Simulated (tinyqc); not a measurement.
Worked calculation: overlap of hydrogenic dopants: pairs, impurity band and the Mott density. Values are carried at full precision from step to step, so a last printed digit may differ when a step is redone from the rounded ones.

Ry* = Ry m/eps^2, aB = a0 eps/m. For 1s orbitals a distance rho = R/aB apart, in Ry*: overlap S = exp(-rho)(1 + rho + rho^2/3), J = (2/rho)(1 - (1 + rho) exp(-2 rho)) (attraction to the other ion), Kx = 2 (1 + rho) exp(-rho) (exchange of one electron). One electron on a pair has E = -1 - (J +/- Kx)/(1 +/- S), without the repulsion 2/rho of the ions. Hopping after orthogonalisation: t = (Kx - S J)/(1 - S^2), half the splitting. Dopants on a lattice with z neighbours, n = (3 sqrt3/4)/R^3 (bcc), give a band of width B = 2 z t, as on any lattice of two interpenetrating sublattices. Valleys, central cells and disorder are left out.

Constants: Ry = 13.60569312 eV; a0 (Bohr radius) = 0.5291772105 angstrom; hbar = 6.58211957e-16 eV s.

Values chosen for the exercise (an isotropic mass and dielectric constant of the size used for donors in SiC; shifted at random, so the results belong to these values and not to a real crystal): m = 0.397 m0 (mass); eps = 9.5 (dielectric constant); N = 0.013 1/aB^3 (dopant density); rho = 3.4 aB (distance of a pair); u = 1.25 Ry* (cost of a second electron on one dopant); z = 8 (neighbours in the dopant lattice).

## Scales

Form Ry*, aB, and the density N in 1/cm^3 (1/angstrom^3 = 1e24/cm^3).

Ry* = 59.850 meV
aB = 12.663 angstrom
density = 6.402e+18 1/cm^3

## A pair with one electron

Form S, J, Kx, the two levels, t, and the total energy of the lower state with the repulsion, relative to a distant pair (-1).

S, J, Kx: 0.27544  0.58535  0.29368

levels (Ry*): even -1.68920, odd -1.40255

t = 0.14333 Ry*
energy of the pair against a distant one (negative: bound) = -0.10097 Ry*

In this host the pair is 4.3 nm long and its splitting 2t is 17.16 meV.

## The pair with two electrons (two-site Hubbard model)

t is the hopping between the two dopants. Singlet at (u - sqrt(u^2 + 16 t^2))/2 below the triplet at 0; estimate 4 t^2/u; weight of double occupancy (1 - u/sqrt(u^2 + 16 t^2))/2; swap time pi hbar/Jx with Jx the splitting in eV. t and u are in units of Ry*.

singlet-triplet splitting (meV): exact 3.747, 4 t^2/u 3.934

double occupancy = 0.0455
swap time = 0.552 ps

The estimate is 5.0 % too high at 4t/u = 0.46.

## The impurity band at this density

Form R/aB, t, B = 2 z t and N^(1/3) aB. Two estimates of the gap between the Hubbard bands: u - B (rigid bands, closing at B = u) and the Hubbard-III rule, which closes at B = (2/sqrt3) u; give B/u.

R/aB = 4.6404
t = 0.05646 Ry*

B: in Ry* 0.903, in meV 54.066

N^(1/3) aB = 0.2351
B/u = 0.723

Both rules leave a gap: an insulator at T = 0. Mott's screening rule, N^(1/3) aB = 0.26, puts this density on the insulating side.

## Checks

- Overlap S against numerical integration in elliptic coordinates: both 0.27544.

(tinyqc, `OMP_NUM_THREADS=1 python tinyqc.py 1481397 1481398 out.jsonl`, Intel(R) Xeon(R) Processor @ 2.30GHz, 1 thread, shared host, about 0.01 s.)
